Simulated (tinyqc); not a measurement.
# Gate work function from the charge

Question. For an undoped double gate, Q = 8 eps0 eps_r Vt beta tan(beta)/ts with 0 < beta < pi/2, and at the source (Vg - dphi)/(2 Vt) - ln[(2/ts) sqrt(2 eps0 eps_r Vt/(q ni))] = ln(beta) - ln(cos beta) + 2 r beta tan(beta), r = eps_r tox/(eox ts). Find beta and dphi.

Inputs (values chosen for the exercise); material values those of a made-up semiconductor: temperature T = 273 K; relative permittivity of the semiconductor eps_r = 9.88; relative permittivity of the gate insulator eox = 3.96; insulator thickness tox = 0.9 nm; body thickness ts = 15 nm; gate voltage Vg = 0.9 V.

Constants: q = 1.602176634e-19 C, kB = 1.380649e-23 J/K, Vt = kB T/q, eps0 = 8.8541878128e-14 F/cm where lengths are in cm. Results are converted to the units shown.

Qs = 854.68103 nC/cm^2
ni = 2.3655285e8 cm^-3

Answer. beta tan(beta) rises from 0 without bound on the interval, so the charge fixes beta; the second relation is then explicit in dphi. At this charge the surface density passes 0.3 Nc, so the classical Boltzmann model is only formal.

beta = 1.39
dphi = 0.190 V

Computed by the program tinyqc: `OMP_NUM_THREADS=1 python tinyqc.py 2440158 2440159 out.jsonl`, one thread of a shared Intel Xeon 2.30GHz, about 0.03 s for the whole run.
